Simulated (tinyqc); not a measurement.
Choice of the surrounding dielectric: dielectric confinement in a thin film (image charges).

A film |z| < t/2 of dielectric constant eps between half-spaces of dielectric constant e2; lam = (eps - e2)/(eps + e2), q = e^2/(4 pi eps0). The self-energy of a band edge is taken with the high-frequency value, e2 = eh, and the field of a fixed ion with the static one, e2 = eo. A charge at z has images lam^|n| at n t + (-1)^n z. Its self-energy is S(z) = (q/2 eps) sum over n >= 1 of lam^n [1/(n t - 2z) + 1/(n t + 2z)] for odd n and 2 lam^n/(n t) for even n; at the centre S(0) = -(q/(eps t)) ln(1 - lam).

Donor at the centre, lam from the static eo, trial function cos(pi z/t) exp(-rho/l): E(l) = c/(m l^2) - (q/eps) times the integral over k of F(k t) (1 + (k l/2)^2)^(-3/2), with F(x) = F0 + 2 lam exp(-x) G/(1 - lam exp(-x)), F0 = 2[(1 - exp(-x/2))/x + x (1 + exp(-x/2))/(x^2 + 4 pi^2)], G = 2 sinh(x/2)[1/x - x/(x^2 + 4 pi^2)]; c = hbar^2/2m0. The binding energy is -E at the minimum, counted from the subband edge with its self-energy.

Constants: e^2/(4 pi eps0) = 14.39964547 eV angstrom; hbar^2/2m0 = 3.80998211 eV angstrom^2; Ry = 13.60569312 eV.

Values chosen for the exercise (out of a larger set: near those of a Si (100) film, two-fold valleys, in vacuum; not measured data): t = 48 angstrom (film thickness); eps = 11.8 (dielectric constant of the film); m = 0.193 m0 (mass in the plane).

The same film between different dielectrics; in this table one value e2 serves for both eo and eh.

Results:
```
case         lam  <S> (meV)  binding (meV)  l (angstrom)
e2 = 1     0.844       52.0          126.0          25.6
e2 = 2.5   0.650       30.4           86.6          26.4
e2 = 3.9   0.503       20.6           69.9          27.0
e2 = 7.5   0.223        7.6           49.1          28.1
e2 = 16   -0.151       -4.4           31.7          29.8
e2 = 25   -0.359       -9.8           24.6          30.9
e2 = 80   -0.743      -18.3           14.5          33.2
```

How do the results move, and what explains it?

The binding spans a factor 8.7, from 126 meV in vacuum to 14.5 meV for e2 = 80; going from 3.9 to 25 changes it by -45.2 meV and the band edge by -30.4 meV, so the binding responds 1.49 times as much as the edge (for an orbit much smaller than t the binding would change by twice the change of S(0), -51.2 meV; here l/t = 0.56 for e2 = 3.9).

(tinyqc, `OMP_NUM_THREADS=1 python tinyqc.py 1250332 1250333 out.jsonl`, Intel(R) Xeon(R) Processor @ 2.30GHz, 1 thread, shared host, about 0.03 s.)
